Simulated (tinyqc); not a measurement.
Gas flow in a process chamber: flow regimes, conductance, effective pumping speed, pump-down, outgassing and purge: one step, computed by the program tinyqc. Command: `OMP_NUM_THREADS=1 python tinyqc.py 3121236 3121237 out.jsonl pump walk`. One thread of a shared host (Intel(R) Xeon(R) Processor @ 2.30GHz), about 0.09 s of CPU time with the checks.

Ideal gas, isothermal flow, a pump of constant speed at the end of a round pipe; process gas, volume gas and outgassing are given the same properties. 1 sccm = 101325 Pa x 1e-6 m^3/60 s x T/273.15 K.

Question. Time to base pressure. From the outgassing limit: t = 1 h x (q_1 A/(S_eff p_target))^(1/n) - 10 s; monolayer time at the target = 1e19 m^-2 x 4 k_B T/(p c) for unit sticking.

Inputs (values chosen for the exercise, modelled on water vapour near room temperature):
```
quantity                     value            unit
temperature T                  350               K
wall area                      2.1             m^2
outgassing rate after 1 h  3.9e-06  Pa m^3/(s m^2)
outgassing exponent n         0.81               -
target base pressure        0.0004              Pa
```

S_eff in molecular flow = 3.139106 L/s

mean speed c = 641.2742 m/s

Constants: k_B = 1.380649e-23 J/K.

Give: time to the target; monolayer time.

Answer.

time to the target = 10.12 h

monolayer time = 0.7535 s
